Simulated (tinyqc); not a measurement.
# Worked calculation: small-signal admittance of a forward-biased p+-n diode

Computed by the program tinyqc: `OMP_NUM_THREADS=1 python tinyqc.py 2890203 2890204 out.jsonl`, one thread of a shared Intel Xeon 2.30GHz, about 0.01 s for the whole run. Printed values are rounded.

Holes injected into a neutral base of width wb with an ohmic contact at its end; low injection, p0 far above the equilibrium density. A small voltage v exp(i w t), w = 2 pi f, modulates the edge density by p0 v/Vt, and the small-signal density obeys Dp d2p/dx2 = (1/tau + i w) p.

Parameters, values chosen for the exercise; permittivity close to that of gallium arsenide:
- T = 300 K (temperature)
- eps_r = 12.9 (relative permittivity)
- Nd = 3.3e15 cm^-3 (donor density of the base)
- Dp = 4.6 cm^2/s (hole diffusion coefficient)
- tau = 5e-8 s (hole lifetime)
- wb = 3.2 um (width of the neutral base)
- p0 = 1.3e13 cm^-3 (excess hole density at the junction edge)
- Na = 3e18 cm^-3 (acceptor density of the p+ side)
- f = 1.9e7 Hz (signal frequency)

Constants: q = 1.602176634e-19 C, kB = 1.380649e-23 J/K, Vt = kB T/q, eps0 = 8.8541878128e-14 F/cm where lengths are in cm. Results are converted to the units shown.

## Closed-form admittance

L = sqrt(Dp tau); direct current J = (q Dp p0/L) coth(wb/L); k = sqrt(1 + i w tau)/L; diffusion admittance Y = (q Dp p0/Vt) k coth(k wb) = G + i w C_diff; junction capacitance C_j = sqrt(q eps0 eps_r Nd/(2 Vr)) in the depletion approximation, with the remaining barrier Vr = Vt ln(Na/p0), a rough value under forward bias; base-width modulation is left out.

L = 4.795832 um
J = 0.03425752 A/cm^2
k wb = 1.252950+1.060503i
Y = 1.476492+0.932401i S/cm^2
C_diff = 0.007810324 uF/cm^2
C_j = 0.03075391 uF/cm^2

G is 1.11 times its low-frequency value J/Vt, and C_diff is 0.254 times C_j.

## The same by finite differences

6 equal intervals, h = wb/6; u = small-signal density over its edge value, u_0 = 1, u_6 = 0; u_(i-1) + b u_i + u_(i+1) = 0 with b = -2 - h^2 (1/tau + i w)/Dp; Y = (q Dp p0/(Vt h)) (-b/2 - u_1), which includes the half box at the edge.

b = -2.012367-0.073820i
u, node 1 to 5: [0.7942513-0.0996616i, 0.6056823-0.1419242i, 0.4350806-0.1412306i, 0.2802853-0.1101661i, 0.1370887-0.0597733i]
Y on the mesh = 1.472705+0.949027i S/cm^2

Against the closed form the real part is 0.26 % below it and the imaginary part 1.8 % above it; |k h| = 0.27.
